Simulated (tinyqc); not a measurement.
Off-state leakage of single and stacked transistors: one step of the calculation.

n-channel devices of unit width. Subthreshold current I(Vg, Vs, Vd) = I0 (T/300 K)^0.5 exp[(Vg - Vs - VT(T) - gb (Vs - Vb) + dd (Vd - Vs))/(nf Vt)] (1 - exp(-(Vd - Vs)/Vt)), VT(T) = VT - cT (T - 300 K). Gate-edge tunnelling Ig (Vd/1 V) exp(ag (Vd - 1 V)), for a gate at 0 V, and band-to-band leakage Ab u exp(-Bb/u), u = Vd - Vb + 1 V, flow at a drain held at V; both are taken as independent of T. In a stack of off transistors (all gates at 0 V) the same subthreshold current passes through each.

Task. New Vx. Stack of two, Vx the node between them: I_low = I(0, 0, Vx), I_up = I(0, Vx, V), f = ln(I_up/I_low), f' = -(1 + gb + 2 dd)/(nf Vt) - 1/(Vt (exp(Vx/Vt) - 1)) - 1/(Vt (exp((V - Vx)/Vt) - 1)), Vx(new) = Vx - f/f'.

Inputs (values chosen for the exercise); values of the order met in bulk silicon logic transistors: temperature T = 358 K; supply voltage V = 0.8 V; threshold at 300 K, zero drain and body bias VT = 0.34 V; fall of the threshold with temperature cT = 0.8 mV/K; current at threshold at 300 K I0 = 0.23 uA/um; slope factor nf = 1.37; drain-induced lowering per volt dd = 0.06; rise of the threshold per volt of source-body bias gb = 0.13; body voltage Vb = -0.6 V.

Constants: q = 1.602176634e-19 C, kB = 1.380649e-23 J/K, Vt = kB T/q. Results are converted to the units shown.

Vx at the start = 0.038 V

Wanted: I_low; I_up; f; f'; Vx after iteration 1.

Result.

I_low = 0.028529 nA/um
I_up = 0.040762 nA/um
f = 0.35683
f' = -42.930 1/V
Vx after iteration 1 = 0.046312 V

Numbers from tinyqc (`OMP_NUM_THREADS=1 python tinyqc.py 2242161 2242162 out.jsonl`; about 0.06 s on one thread of a shared Intel Xeon 2.30GHz).
